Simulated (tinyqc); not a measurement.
# Floating body of a partially depleted SOI transistor: body voltage and kink: output curve and kink

Source at 0 V. Channel current Ic = 2 nf K Vt^2 [F(0) - F(Vd)](1 + la Vd), F(V) = ln^2(1 + exp((Vg - VT - nf V)/(2 nf Vt))), VT = VT0 - gb Vb. Saturation voltage Vs = 2 Vt sqrt(F(0)) + 3 Vt, excess Ve = (Vd - Vs + sqrt((Vd - Vs)^2 + 0.0004 V^2))/2, multiplication M1 = Ai Ve exp(-Bl/Ve). Each junction passes D(v) = J1 (exp(v/Vt) - 1) + J2 (exp(v/(2 Vt)) - 1). Bipolar current Ib = bb J1 (exp(Vb/Vt) - 1). The body settles where M1 (Ic + Ib) = D(Vb) + D(Vb - Vd) + Vb/Rb; drain current Id = (1 + M1)(Ic + Ib) - D(Vb - Vd).

Rows with more than one solution for Vb (latch) are left out; dId/dVd by a forward difference over 1e-4 V, swing = 1e-4 V over the change of log10 Id; M1 under 1e-12 is printed as 0.

Parameters, values chosen for the exercise; values of the order met in partially depleted silicon-on-insulator transistors: temperature T = 398 K; threshold at zero body voltage VT0 = 0.41 V; fall of the threshold per volt of body voltage gb = 0.25; slope factor nf = 1.18; gain factor per width K = 220 uA/(V^2 um); channel-length modulation factor la = 0.1 1/V; impact-ionisation prefactor Ai = 3.28 1/V; impact-ionisation voltage Bl = 5.7 V; diffusion saturation current of each junction J1 = 1.5e-8 uA/um; recombination saturation current of each junction J2 = 4.3e-7 uA/um; gain of the lateral bipolar transistor on the diffusion current bb = 0; resistance of a weak body tie to the source (1e9 stands for no tie, and the term is then dropped) Rb = 1000 kohm um; gate voltage Vg = 0.96 V.

Constants: q = 1.602176634e-19 C, kB = 1.380649e-23 J/K, Vt = kB T/q. Results are converted to the units shown.

Results:
```
Vd (V),Vb (V),M1,"Id, floating (uA/um)","Id, grounded (uA/um)",ratio,"dId/dVd, floating (uS/um)","dId/dVd, grounded (uS/um)"
1.2,0.007670,2.411e-4,31.82,31.60,1.007,6.443,2.946
1.4,0.08361,0.002413,34.73,32.25,1.077,26.66,3.700
1.6,0.3552,0.008061,44.49,33.16,1.342,76.32,5.642
1.8,0.5955,0.02083,54.85,34.60,1.585,25.21,8.927
2.2,0.6766,0.1058,65.04,40.00,1.626,30.76,18.68
```

Estimate the missing row, Vd = 2 V.

Computed row:
```
Vd (V),Vb (V),M1,"Id, floating (uA/um)","Id, grounded (uA/um)",ratio,"dId/dVd, floating (uS/um)","dId/dVd, grounded (uS/um)"
2,0.6462,0.05189,59.58,36.81,1.619,24.43,13.37
```

With this row back in the table: Vb rises from 0.00767 to 0.677 V and the ratio of the currents rises from 1.01 to 1.63. The output conductance with a floating body exceeds the grounded value by the largest factor among the rows, 13.5, at Vd = 1.6 V, where Vb = 0.355 V and M1 = 0.00806.

Range of the model: The multiplication law is an empirical form chosen for the exercise; self-heating and capacitive coupling to the body are left out, and the linear laws are rough once Vb passes about 0.7 V or M1 about 0.1.

Program tinyqc, `OMP_NUM_THREADS=1 python tinyqc.py 2182066 2182067 out.jsonl`; Intel Xeon 2.30GHz, shared host, one thread, about 0.2 s.
